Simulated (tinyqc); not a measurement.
What moves the results: two-band k.p model of the Delta valleys near the X point under shear strain. A value that a table varies takes the place of the one given here.

Valley pair on the [001] axis, kz counted from the X point, c = hbar^2/2m0, k0 = kx0 2 pi/a. H = (c kz^2/ml + c (kx^2 + ky^2)/mt + c k0^2/ml) 1 + (2 c k0 kz/ml) sigma_z + (D exy - 2 c kx ky/Mp) sigma_x, so E = c kz^2/ml + c (kx^2 + ky^2)/mt + c k0^2/ml -/+ sqrt((2 c k0 kz/ml)^2 + (D exy - 2 c kx ky/Mp)^2). Without strain the lower band has its minima, E = 0, at kz = +/- k0. Shifts from diagonal strain are left out.

For |eta| < 1: k_min = k0 sqrt(1 - eta^2), E_min = -Delta eta^2/2, ml(eta) = ml/(1 - eta^2), 1/m[110] = 1/mt + eta/Mp, 1/m[1-10] = 1/mt - eta/Mp. For |eta| > 1 the minimum sits at X: E_min = -Delta (2 |eta| - 1)/2, ml(eta) = ml/(1 - 1/|eta|), and eta is replaced by its sign in the transverse masses. Here Delta = 2 c k0^2/ml and eta = D exy/Delta.

s11 = (C11 + C12)/((C11 - C12)(C11 + 2 C12)), s12 = -C12/((C11 - C12)(C11 + 2 C12)), s44 = 1/C44; exx = s11 sxx + s12 (syy + szz) and cyclic, exy = s44 sxy/2; tension is positive. A uniaxial stress X along the unit vector n is s_ij = X n_i n_j.

Constants: hbar^2/2m0 = 3.80998211 eV angstrom^2; kB = 8.617333262e-05 eV/K.

Values chosen for the exercise (near those of Si; the results hold for these values, not for the real material): a = 5.445 angstrom (lattice constant); ml = 0.934 m0 (longitudinal mass); mt = 0.195 m0 (transverse mass); kx0 = 0.147 2 pi/a (distance of the minimum from X); D = 13.1 eV (shear deformation potential); Mp = 0.234 m0 (coupling mass); C11 = 163.5 GPa; C12 = 62.8 GPa; C44 = 78.2 GPa; Xu = 9.1 eV (uniaxial potential); T = 350 K (temperature); exy = -0.0023 (shear strain).

## Sweep of the shear strain

Delta = 2 c k0^2/ml, eta = D exy/Delta.

The minimum:
```
exy       eta  k_min/k0  E_min (meV)  ml(eta)  m[110]  m[1-10]  density-of-states mass
0.0000  0.000     1.000          0.0    0.934  0.1950   0.1950                   0.329
0.0018  0.100     0.995         -1.2    0.944  0.1799   0.2128                   0.331
0.0045  0.251     0.968         -7.4    0.997  0.1613   0.2466                   0.341
0.0090  0.502     0.865        -29.6    1.249  0.1375   0.3354                   0.386
0.0134  0.748     0.664        -65.6    2.119  0.1201   0.5174                   0.509
0.0161  0.898     0.439        -94.7    4.845  0.1115   0.7760                   0.748
0.0215  1.200     0.000       -164.3    5.609  0.1064   1.1700                   0.887
0.0287  1.602     0.000       -258.6    2.487  0.1064   1.1700                   0.676
```

What can be read from the table?

The valleys reach X at eta = 1, that is exy = 0.0179. The shift is quadratic up to eta = 1 (-7.4 meV at eta = 0.25, -29.6 meV at 0.50) and linear beyond, while 1/m[110] rises linearly, taking m[110] from 0.195 to its floor 0.1064, a gain of 83 % in 1/m. ml(eta) diverges at eta = 1; the largest value listed is 5.61. A deformation-potential model with fixed masses misses all of this.

## Tension along [110]: repopulation and mass change

The z valleys move against the x and y valleys by Xu (ezz - exx) and, through the shear, by E_min. Share of the z valleys n = w/(w + 2 exp(dE/kT)), dE the total relative shift, w = sqrt(ml(eta) m[110] m[1-10]/(ml mt^2)). Along [110]: 1/m_c = n/m[110] + (1 - n)(1/ml + 1/mt)/2. Fixed masses means E_min = 0, w = 1, m[110] = mt. Gains are against 3/(1/ml + 2/mt) at a fixed scattering time.

Results:
```
X (GPa)  Xu (ezz - exx) (meV)  E_min (meV)  m[110]  m_c fixed masses  m_c with shear  gain fixed (%)  gain with shear (%)
0.00                      0.0          0.0  0.1950            0.2649          0.2649             0.0                  0.0
0.25                    -11.3         -0.2  0.1880            0.2529          0.2476             4.7                  7.0
0.50                    -22.6         -0.9  0.1815            0.2414          0.2293             9.7                 15.5
1.00                    -45.2         -3.7  0.1698            0.2222          0.1955            19.2                 35.5
1.50                    -67.8         -8.4  0.1594            0.2095          0.1707            26.4                 55.1
2.00                    -90.4        -14.9  0.1503            0.2023          0.1546            30.9                 71.4
3.00                   -135.6        -33.6  0.1349            0.1967          0.1353            34.6                 95.8
```

How do the results move?

At 1 GPa repopulation alone gives 19.2 % and the shear terms raise it to 35.5 %. From 2 to 3 GPa the fixed-mass gain grows by 3.7 points, towards its ceiling of 35.8 % when all electrons sit in the z valleys, whereas the gain with shear grows by 24.4 points because m[110] keeps falling.

## What each parameter does

Delta = 2 c k0^2/ml, eta = D exy/Delta. Each row changes one parameter from the base and keeps the others.

Results:
```
case                      eta  E_min (meV)  ml(eta) (m0)  m[110] (m0)  m[1-10] (m0)
base                  -0.1283        -1.93        0.9496       0.2184        0.1762
ml = 0.99938 m0       -0.1373        -2.07        1.0186       0.2202        0.1750
mt = 0.18135 m0       -0.1283        -1.93        0.9496       0.2014        0.1649
kx0 = 0.15729 2 pi/a  -0.1121        -1.69        0.9459       0.2151        0.1783
D = 14.017 eV         -0.1373        -2.21        0.9520       0.2202        0.1750
Mp = 0.21762 m0       -0.1283        -1.93        0.9496       0.2203        0.1749
exy = -0.00246        -0.1373        -2.21        0.9519       0.2202        0.1750
```

What can be read from the table?

The largest shifts from the base row, up to three for each result and ties (the steps differ in size, so this ranks the rows, not the parameters). eta: kx0 +0.0162, D -0.0090, ml -0.0090; unchanged at the printed digits by mt and Mp. E_min (meV): D -0.28, exy -0.28, kx0 +0.24; unchanged at the printed digits by mt and Mp. ml(eta) (m0): ml +0.0689, kx0 -0.0038, D +0.0023, exy +0.0023; unchanged at the printed digits by mt and Mp. m[110] (m0): mt -0.0170, kx0 -0.0033, Mp +0.0020. m[1-10] (m0): mt -0.0112, kx0 +0.0022, Mp -0.0013.

Program tinyqc; command `OMP_NUM_THREADS=1 python tinyqc.py 1050109 1050110 out.jsonl`; about 0.01 s on one thread of a shared Intel(R) Xeon(R) Processor @ 2.30GHz.
